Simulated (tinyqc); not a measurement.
Plasmons of a degenerate electron gas in the random-phase approximation: one step. The dielectric function at one point.

Lindhard function: eps(q, E)/eb = 1 + (qTF/q)^2 (f1 + i f2) with z = q/(2 kF), u = E/(hbar vF q), hbar vF = 2 c kF/m; f1 = 1/2 + [h(z - u) + h(z + u)]/(8 z), h(x) = (1 - x^2) ln|(x + 1)/(x - 1)|; f2 = pi u/2 for z + u < 1, (pi/(8 z))(1 - (z - u)^2) for |z - u| < 1 < z + u, else 0. Pairs exist for c (q^2 - 2 q kF)/m < E < c (q^2 + 2 q kF)/m.

Values chosen for the exercise (out of a larger set: a free-electron density near that of Al; not measured data): q = 1.06 1/angstrom (wave vector); E = 14.9 eV (energy transfer).

kF = 1.733716 1/angstrom
qTF = 2.042412 1/angstrom
hbar vF = 13.21085 eV angstrom

Problem. Give also the loss function Im(-eb/eps).

Give: z, u; f1, f2; eps/eb; loss function.

Solution.

z, u: 0.3057  1.0640

f1, f2: -0.5104  0.5459

eps/eb = -0.895+2.027i
loss function = 0.413

The point lies inside the pair continuum, so eps has an imaginary part.

(tinyqc, `OMP_NUM_THREADS=1 python tinyqc.py 1651472 1651473 out.jsonl`, Intel(R) Xeon(R) Processor @ 2.30GHz, 1 thread, shared host, about 0.01 s.)
